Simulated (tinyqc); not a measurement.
One anharmonic mode: perturbation theory, self-consistent phonons and exact levels: one step, computed by the program tinyqc. Command: `OMP_NUM_THREADS=1 python tinyqc.py 3025191 3025192 out.jsonl scp walk`. One thread of a shared host (Intel(R) Xeon(R) Processor @ 2.30GHz), about 0.03 s of CPU time with the checks.

V(x) = k x^2/2 + b x^4 for one coordinate x of mass M. A constant K > 0 gives hbar Omega = sqrt((hbar^2/u) K/M) with K in eV/angstrom^2 and M in u.

Question. Hamiltonian in a small basis. Basis: oscillator states n of the constant |k|, with x = s (a + a+), s^2 = hbar Omega/(2|k|); H = hbar Omega (n + 1/2) + (k - |k|) x^2/2 + b x^4, with exact matrix elements of x^2 and x^4.

Inputs (values chosen for the exercise, for a model mode): mode mass M = 28.7 u; harmonic constant k = 0.437 eV/angstrom^2; quartic constant b = 1.02 eV/angstrom^4; basis size N of the small matrix = 7.

Shape: single well.

Constants: hbar^2/u = 4.18015928e-03 eV angstrom^2.

Give: H.

Answer.

H (meV):
```
[[4.244, 0.000, 0.721, 0.000, 0.416, 0.000, 0.000],
 [0.000, 13.242, 0.000, 2.082, 0.000, 0.931, 0.000],
 [0.721, 0.000, 23.260, 0.000, 4.122, 0.000, 1.613],
 [0.000, 2.082, 0.000, 34.297, 0.000, 6.842, 0.000],
 [0.416, 0.000, 4.122, 0.000, 46.355, 0.000, 10.241],
 [0.000, 0.931, 0.000, 6.842, 0.000, 59.432, 0.000],
 [0.000, 0.000, 1.613, 0.000, 10.241, 0.000, 73.530]]
```
